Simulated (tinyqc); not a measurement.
# Changing the mean composition c0

Model: Cahn-Hilliard equation on a periodic one-dimensional grid. Computed by tinyqc, a small Python program. Command: `OMP_NUM_THREADS=1 python tinyqc.py 3023090 3023091 out.jsonl cahn sweep`. One thread of a shared host (Intel(R) Xeon(R) Processor @ 2.30GHz), about 0.1 s of CPU time with the checks.

Free energy F = h sum_j [A (c_j^2 - 1)^2/4 + (kappa/2) ((c_(j+1) - c_j)/h)^2]; dc/dt = Lap(mu), mu = A (c^3 - c) - kappa Lap(c), Lap(y)_j = (y_(j+1) - 2 y_j + y_(j-1))/h^2, mobility 1; the grid has n = 12 points.

Inputs (values chosen for the exercise, in reduced units):
```
quantity                    value  unit
spacing h                     1.4     -
well depth A                  1.2     -
gradient coefficient kappa   0.77     -
noise amplitude              0.05     -
time step dt                 0.44     -
end time                      100     -
```

Scheme: semi-implicit Fourier.

random numbers: -0.715  -0.496  -0.652  -0.401  0.017  0.522  -0.858  -0.872  -0.386  0.213  -0.102  -0.330

Method:
- f'' = A (3 c0^2 - 1). Mode m has lambda_m = (4/h^2) sin^2(pi m/n) and the rate w_m = -lambda_m (f'' + kappa lambda_m). In the continuum the fastest wavelength is 2 pi sqrt(2 kappa/|f''|) with the rate f''^2/(4 kappa). Explicit steps near c = +-1, where f'' = 2A, are stable for dt < 2/(16 kappa/h^4 + 8 A/h^2).
- Start: c_j = c0 + amplitude x (z_j - mean of z).
- With Fourier components y_m = sum_j y_j exp(-2 pi i j m/n): c_m(new) = [c_m - dt lambda_m N_m]/(1 + dt kappa lambda_m^2), N = A (c^3 - c), lambda_m = (4/h^2) sin^2(pi m/n).
- Run to the end time; break off if |c| exceeds 3 or F has risen by more than 1e-9 in more than 30 steps. Domains = stretches with c > c0.

One run for each value:
```
mean composition c0  fastest wavelength  largest rate  F at the end       f''
-0.36                             9.105        0.1747         3.056  -0.73344
-0.24                             7.826        0.3199         3.169  -0.99264
-0.12                             7.277        0.4280         3.252  -1.14816
0.00                              7.118        0.4675         3.172  -1.20000
0.12                              7.277        0.4280         3.252  -1.14816
0.24                              7.826        0.3199         3.181  -0.99264
0.36                              9.105        0.1747         3.061  -0.73344
```

Over the rows, fastest wavelength goes from 9.10 through a minimum among these rows, 7.12 at 0, to 9.10; largest rate goes from 0.175 through a maximum among these rows, 0.468 at 0, to 0.175; F at the end lies between 3.06 and 3.25 without a single trend. The spinodal lies at |c0| = 1/sqrt(3) = 0.577, where the wavelength diverges and the rate vanishes. Left out: -0.480, 0.480 (no mode grows enough within the run).

Extremes, crossings and ranges named in words are read from the listed rows.
